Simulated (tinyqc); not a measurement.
Inside a calculation. Model: velocity overshoot from momentum and energy balance equations after a field step. Computed by tinyqc, a small Python program that keeps every step. Command: `OMP_NUM_THREADS=1 python tinyqc.py 3010022 3010023 out.jsonl overshoot walk`. One thread of a shared host (Intel(R) Xeon(R) Processor @ 2.30GHz), about 0.01 s of CPU time with the checks. Intermediate numbers are printed to about 6 digits and carried at full precision; extremes and crossings named in words are read from the listed rows.

At t = 0 the field jumps from 0 to F in a uniform sample. v is the drift velocity and u = w - (3/2) k_B T the excess energy per carrier.

Inputs (values chosen for the exercise, modelled on holes in silicon except for tau_E):

| quantity | value | unit |
|---|---|---|
| effective mass m | 0.4 | m_0 |
| low-field mobility mu_0 | 460 | cm^2/(V s) |
| saturation velocity v_s | 0.85 | 1e7 cm/s |
| energy relaxation time tau_E | 0.43 | ps |
| field after the step F | 18 | kV/cm |
| lattice temperature T | 300 | K |
| time step dt | 10 | fs |

Scheme: implicit in the damping.

Constants: m_0 = 9.1093837015e-31 kg; e = 1.602176634e-19 C; k_B = 8.617333262e-05 eV/K.

## Constants and steady state

dv/dt = e F/m - v/tau_m(u), du/dt = e F v - u/tau_E, tau_m(u) = tau_0/(1 + c u), tau_0 = m mu_0/e, c = mu_0/(e tau_E v_s^2); this choice gives the steady state v (1 + mu_0 F v/v_s^2) = mu_0 F, which saturates at v_s. Steady velocity v = 2 mu_0 F/(1 + sqrt(1 + 4 (mu_0 F/v_s)^2)); u = e F v tau_E; carrier temperature T + 2u/(3 k_B), neglecting the drift energy m v^2/2.

tau_0 = 104.616 fs

c = 14.8065 1/eV

acceleration e F/m = 0.00791469 1e7 cm/s per fs

steady velocity = 0.519140 1e7 cm/s

steady excess energy = 0.0401814 eV

steady carrier temperature = 610.858 K

tau_E/tau_0 = 4.11, and in the steady state tau_m has shrunk to 65.6 fs.

## First four steps

dv/dt = e F/m - v/tau_m(u), du/dt = e F v - u/tau_E, tau_m(u) = tau_0/(1 + c u), tau_0 = m mu_0/e, c = mu_0/(e tau_E v_s^2); this choice gives the steady state v (1 + mu_0 F v/v_s^2) = mu_0 F, which saturates at v_s. Step: v_new = (v + dt e F/m)/(1 + dt/tau_m(u)), u_new = (u + dt e F v_new)/(1 + dt/tau_E). Start v = u = 0; the distance adds dt (v + v_new)/2.

Steps:

| step | t (fs) | v (1e7 cm/s) | u (eV) | tau_m (fs) |
|---|---|---|---|---|
| 1 | 10 | 0.072241 | 0.00012708 | 104.419 |
| 2 | 20 | 0.138157 | 0.00036722 | 104.050 |
| 3 | 30 | 0.198251 | 0.00070762 | 103.531 |
| 4 | 40 | 0.252964 | 0.00113652 | 102.884 |

## The whole transient

Run to 8 times the larger of tau_E and tau_0, but at most 20001 steps, and stop early if |v| > 1000 v_s or u < -1/(2c); the run is accepted if the last v is within 0.5 % of the steady value.

Selected steps, the peak among them:

| step | t (fs) | v (1e7 cm/s) | u (eV) | distance (nm) |
|---|---|---|---|---|
| 1 | 10 | 0.072241 | 1.27079e-04 | 3.61207e-02 |
| 2 | 20 | 0.138157 | 3.67222e-04 | 1.41320e-01 |
| 3 | 30 | 0.198251 | 7.07618e-04 | 3.09524e-01 |
| 6 | 60 | 0.347784 | 2.21759e-03 | 1.13820e+00 |
| 9 | 90 | 0.458381 | 4.26016e-03 | 2.35519e+00 |
| 14 | 140 | 0.576162 | 8.30115e-03 | 4.97047e+00 |
| 23 | 230 | 0.652721 | 1.58700e-02 | 1.05960e+01 |
| 26 | 260 | 0.655880 | 1.81929e-02 | 1.25605e+01 |
| 36 | 360 | 0.634516 | 2.47290e-02 | 1.90378e+01 |
| 57 | 570 | 0.573131 | 3.29711e-02 | 3.16691e+01 |
| 89 | 890 | 0.534980 | 3.78597e-02 | 4.92699e+01 |
| 140 | 1400 | 0.521737 | 3.97834e-02 | 7.61165e+01 |
| 220 | 2200 | 0.519305 | 4.01559e-02 | 1.17718e+02 |
| 345 | 3450 | 0.519142 | 4.01811e-02 | 1.82615e+02 |

peak velocity = 0.655880 1e7 cm/s

time of the peak = 260 fs

distance at the peak = 12.5605 nm

last relative deviation from the steady velocity = 4.36700e-06

peak over steady velocity = 1.26340

The velocity overshoots to 1.26 times its steady value: momentum follows the field within tau_m while the energy, and with it the scattering rate, builds up over tau_E. A channel shorter than a few times 13 nm would see this.

## Error of the time step

The peak velocity is recomputed with dt/2 and dt/4 and by an adaptive Runge-Kutta method (tolerance 1e-9).

Peak velocity:

| step | v_peak (1e7 cm/s) | error (%) |
|---|---|---|
| dt | 0.655880 | -0.387326 |
| dt/2 | 0.657095 | -0.202771 |
| dt/4 | 0.657747 | -0.103794 |
| adaptive | 0.658430 | 0.000000 |

The implicit scheme puts the peak 0.39 % too low; halving dt divides the error by 1.91, as a first-order method should.

Checks made by the program: peak at dt/4 against the adaptive solution (relative difference 1e-03).
